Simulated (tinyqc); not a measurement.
Inside a calculation. Method: Born-Oppenheimer dynamics on the RHF/3-21g surface (energies and gradients from PySCF), for H3-, spin multiplicity 1. The basis has no diffuse functions, so it cannot describe the extra electron: this is an exercise in the method, not the real anion. One step of it, computed by the program tinyqc.

Problem. Velocity Verlet step 1. dt = 1 fs = 41.3414 atomic units; x' = x + v dt - g dt^2 / (2m); after the new gradient g', v' = v - (g + g') dt / (2m).

positions (bohr), order 1H, 2H, 3H:
```
[[0.015118, 0.064251, -0.041574],
 [-0.032125, 0.102045, 1.678077],
 [-0.069920, 1.504222, 0.873053]]
```

velocities (bohr per atomic time unit), order 1H, 2H, 3H:
```
[[0.000078000, 0.000012000, -0.000025000],
 [-0.000006000, 0.000077000, -0.000039000],
 [-0.000072000, -0.000089000, 0.000064000]]
```

gradient (hartree/bohr), order 1H, 2H, 3H:
```
[[-0.00971988, 0.06181260, 0.26791074],
 [0.00863170, -0.08898691, -0.18372273],
 [0.00108818, 0.02717432, -0.08418802]]
```

masses (electron masses): [1837.152588, 1837.152588, 1837.152588]

gradient after step 1 (hartree/bohr), order 1H, 2H, 3H:
```
[[-0.00801899, 0.03677416, 0.22591515],
 [0.00812888, -0.07565721, -0.16710040],
 [-0.00010989, 0.03888305, -0.05881475]]
```

Give: positions after step 1; velocities after step 1.

Solution.

positions after step 1 (bohr), order 1H, 2H, 3H:
```
[[0.0229, 0.0360, -0.1672],
 [-0.0364, 0.1466, 1.7619],
 [-0.0734, 1.4879, 0.9149]]
```

velocities after step 1 (bohr per atomic time unit), order 1H, 2H, 3H:
```
[[0.0002776, -0.0010972, -0.0055813],
 [-0.0001946, 0.0019295, 0.0039083],
 [-0.0000830, -0.0008322, 0.0016730]]
```
